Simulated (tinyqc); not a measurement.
AlGaN/GaN HEMT with access regions, lumped model: two steps of the calculation.

A polarisation-induced electron sheet under a Schottky gate, in series with two ungated access regions and contacts. Drift law v = mu E/(1 + mu E/vs) under the gate. Currents in mA/mm, resistances in ohm mm. No self-heating, no channel-length modulation; fits for polarisation, barrier and offset are chosen for the exercise.

Values chosen for this exercise; values close to those of AlGaN/GaN structures:

| symbol | value | unit | meaning |
|---|---|---|---|
| x | 0.22 |  | aluminium share of the barrier |
| d | 18 | nm | barrier thickness |
| eps_r | 9.2 |  | relative permittivity of barrier and channel |
| mu | 1300 | cm^2/(V s) | channel mobility |
| vs | 1.2e7 | cm/s | saturation velocity |
| Lg | 0.25 | um | gate length |
| Ls | 0.5 | um | source access length |
| Ld | 4 | um | drain access length |
| Rc | 0.59 | ohm mm | resistance of each contact |
| ft | 0 |  | share of the drain-access electrons removed by traps |
| Vg | 1 | V | gate voltage |
| Ec | 3 | MV/cm | critical field |
| te | 0.23 | um | depth over which the depleted charge spreads |
| tf | 100 | nm | insulator under the field plate |
| ei | 7.5 |  | relative permittivity of that insulator |

Constants: q = 1.602176634e-19 C, eps0 = 8.8541878128e-14 F/cm where lengths are in cm. Results are converted to the units shown.

Task 1. Polarisation charge, threshold and sheet resistance. sigma = (5e13 x + 1.6e13 x^2) cm^-2, phiB = 0.84 + 1.3 x, dEc = 0.7 (1.71 x + x^2) in volts, Cb = eps0 eps_r/d, VT = phiB - dEc - q sigma/Cb, access density n0 = -Cb VT/q. Rsh = 1/(q mu n0); largest access current q n0 vs.

Find: sigma; Cb; VT; n0; Rsh; q n0 vs.

Result 1.

sigma = 1.177e13 cm^-2
Cb = 0.4525 uF/cm^2
VT = -3.340 V
n0 = 9.433e12 cm^-2
Rsh = 509.0 ohm
q n0 vs = 1814 mA/mm

Task 2. On-resistance and breakdown. Ron = 2 Rc + Ls/(q mu n0) + Ld/(q mu (1 - ft) n0) + Lg/(mu Cb (Vg - VT)). Off state: a depleted stretch that holds the voltage V has the peak field sqrt(k V), k = 2 q n0/(eps0 eps_r te), so one edge holds V1 = Ec^2/k. The sheet under the plate pinches off at Vf = q n0 (1/Cb + tf/(eps0 ei)); beyond it the gate edge is screened. BV = V1 if Vf >= V1, else Vf + V1, and at most Ec Ld. Specific resistance Ron (Ls + Lg + Ld); figure of merit BV^2 over it.

Wanted: Ron; Vf; V1; BV; specific resistance; figure of merit.

Result 2.

Ron = 3.568 ohm mm
Vf = 26.10 V
V1 = 55.78 V
BV = 81.88 V
specific resistance = 0.1695 mohm cm^2
figure of merit = 39.56 MW/cm^2

The plate raises BV by a factor of 1.47.

Computed by the program tinyqc: `OMP_NUM_THREADS=1 python tinyqc.py 2570042 2570043 out.jsonl`, one thread of a shared Intel Xeon 2.30GHz, about 0.01 s for the whole run.
